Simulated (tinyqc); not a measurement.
Comparisons within one model: conductance of a narrow metal strip with scatterers (square lattice, Green functions). A value that a table varies takes the place of the one given here.

A strip of W sites across with hard walls, site energy 0 and hopping -t. Mode n = 1 to W has profile chi_n(j) = sqrt(2/(W + 1)) sin(n j pi/(W + 1)) and energy en = -2t cos(n pi/(W + 1)); E = en - 2t cos(kn a). With z_n = exp(i kn a) (Im k > 0 for closed modes, |z| < 1) each lead gives the self-energy -t z_n in mode n. One column carries the site energies v, here a notch at the edge (a site raised out of reach). In the mode basis V_nm = sum_j chi_n(j) v_j chi_m(j), G = (E - en + 2 t z_n - V)^-1, and t_nm = 2t sqrt(sin(kn a) sin(km a)) G_nm in size for open modes. T = sum |t_nm|^2, conductance (2e^2/h) T.

Constants: e^2/h = 3.874045865e-05 S.

Values chosen for the exercise (hopping and spacing of the size met in Cu or Al; the lattice is a model; not measured data):

| symbol | value | unit | meaning |
|---|---|---|---|
| t | 1.78 | eV | hopping |
| W | 3 |  | sites across |
| v | (50, 0, 0) | eV | site energies in the scattering column |
| a | 2.59 | angstrom | spacing |
| E | 1.58 | eV | Fermi energy |

## Conductance steps with and without the scatterer

E is varied across the lower half of the band.

Against energy:

| E/t | E (eV) | open modes | T | reflected |
|---|---|---|---|---|
| -3.30 | -5.874 | 1 | 0.3652 | 0.6348 |
| -2.95 | -5.251 | 1 | 0.7416 | 0.2584 |
| -2.65 | -4.717 | 1 | 0.8599 | 0.1401 |
| -2.30 | -4.094 | 1 | 0.9408 | 0.0592 |
| -1.95 | -3.471 | 2 | 1.0103 | 0.9897 |
| -1.65 | -2.937 | 2 | 1.0598 | 0.9402 |
| -1.30 | -2.314 | 2 | 1.1252 | 0.8748 |
| -0.95 | -1.691 | 2 | 1.2432 | 0.7568 |
| -0.65 | -1.157 | 2 | 1.6331 | 0.3669 |
| -0.30 | -0.534 | 3 | 2.0030 | 0.9970 |
| 0.05 | 0.089 | 3 | 2.0035 | 0.9965 |

The clean strip goes from 1 to 3 open modes. The reflected flux ranges from 0.059 (E/t = -2.3) to 0.997 (E/t = -0.3). A scatterer on one site acts on one combination of modes only, so it can reflect at most one unit.

## The same scatterer in wider strips

Width (W + 1) a; the strength is the entry of v largest in size. The notch stays one site deep. Added resistance (1/T - 1/M)/(2 e^2/h), M the number of open modes.

Against width:

| W | width (angstrom) | M | T | T/M | added resistance (ohm) |
|---|---|---|---|---|---|
| 3 | 10.4 | 2 | 1.1683 | 0.5842 | 4593.9 |
| 4 | 12.9 | 3 | 2.0110 | 0.6703 | 2115.9 |
| 5 | 15.5 | 4 | 3.0003 | 0.7501 | 1075.0 |
| 6 | 18.1 | 4 | 3.2120 | 0.8030 | 791.6 |
| 8 | 23.3 | 6 | 5.0049 | 0.8341 | 427.7 |
| 10 | 28.5 | 7 | 6.0503 | 0.8643 | 289.4 |
| 14 | 38.9 | 10 | 9.0210 | 0.9021 | 140.1 |
| 20 | 54.4 | 14 | 13.0396 | 0.9314 | 67.9 |

The added resistance is 4594 ohm at W = 3 and 67.9 at W = 20; from W = 10 to 20 it changes by a factor 0.23, where 1/M gives 0.50 and 1/M^2 gives 0.25. A point scatterer removes at most one unit of M (here 0.79 to 1.00), so its resistance is at most 1/(M (M - 1)) in units of h/2e^2, without bound for M = 1, with jumps where modes open or where the site sits near a node of the open modes; the largest value is at W = 3 (4594 ohm).

## What each change does

Open modes M, T and the added resistance (1/T - 1/M)/(2 e^2/h). Each row changes one parameter from the base and keeps the others.

Results:

| case | M | T | added resistance (ohm) |
|---|---|---|---|
| base | 2 | 1.1683 | 4594 |
| t = 1.851 eV | 2 | 1.1898 | 4394 |
| E = 1.72 eV | 2 | 1.1273 | 4996 |
| v = (50, 50, 0) eV | 2 | 0.9589 | 7006 |

The largest shifts from the base row, up to three for each result and ties (the steps differ in size, so this ranks the rows, not the parameters). M: unchanged at the printed digits by t, E and v. T: v -0.2094, E -0.0410, t +0.0215. added resistance (ohm): v +2412, E +402, t -200.

Program tinyqc; command `OMP_NUM_THREADS=1 python tinyqc.py 1480657 1480658 out.jsonl`; about 0.01 s on one thread of a shared Intel(R) Xeon(R) Processor @ 2.30GHz.
